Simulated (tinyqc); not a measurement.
A double barrier with mass mismatch, transfer matrices: two steps of the calculation.

One electron of energy E comes from the left lead (band edge 0); no transverse momentum. Parabolic bands, masses in units of m0, C = hbar^2/(2 m0); psi and psi'/m are continuous at every interface. Barrier d1, well Lw, barrier d2; the right lead equals the left one.

Parameters, values chosen for the exercise; masses and offsets of a made-up heterostructure:
```
symbol  value  unit                       meaning
mL       0.18    m0         mass in the left lead
U1       0.54    eV                barrier height
m1       0.25    m0                  barrier mass
d1        1.3    nm    width of the first barrier
Lw        3.2    nm  well width (edge 0, mass mL)
d2        1.3    nm   width of the second barrier
E       0.606    eV               electron energy
```

Constants: q = 1.602176634e-19 C, hbar = 1.054571817e-34 J s, m0 = 9.1093837015e-31 kg, hbar^2/(2 m0) = 0.0380998212 eV nm^2. Results are converted to the units shown.

Question 1. Matrices of the layers. For the pair (psi, psi'/m) a flat layer has M = [[cos kd, (m/k) sin kd], [-(k/m) sin kd, cos kd]] with k = sqrt(m (E - U)/C) above its edge U, and M = [[cosh Kd, (m/K) sinh Kd], [(K/m) sinh Kd, cosh Kd]] with K = sqrt(m (U - E)/C) below it. M12 is in nm, M21 in 1/nm.

Find: M of layer 1; M of layer 2; M of layer 3.

Answer 1.

M of layer 1:
```
         1        2
1  0.65584  0.28678
2  -1.9872  0.65584
```

M of layer 2:
```
         1          2
1  0.64586  -0.081217
2   7.1767    0.64586
```

M of layer 3:
```
         1        2
1  0.65584  0.28678
2  -1.9872  0.65584
```

Question 2. Product of the matrices. The matrix of the later layer stands to the left: M = M_n ... M_2 M_1; det M = 1.

M of layer 1:
```
            1           2
1  0.65583543  0.28678153
2  -1.9871569  0.65583543
```

M of layer 2:
```
            1             2
1  0.64585671  -0.081216998
2   7.1766888    0.64585671
```

M of layer 3:
```
            1           2
1  0.65583543  0.28678153
2  -1.9871569  0.65583543
```

Give: M.

Answer 2.

M:
```
        1        2
1  1.3654  0.79825
2  1.0827   1.3654
```

Range of the model: Masses are held fixed, although real bands cease to be parabolic a few tenths of an eV from their edges (inside a barrier too).

Computed by the program tinyqc: `OMP_NUM_THREADS=1 python tinyqc.py 2560134 2560135 out.jsonl`, one thread of a shared Intel Xeon 2.30GHz, about 0.06 s for the whole run.
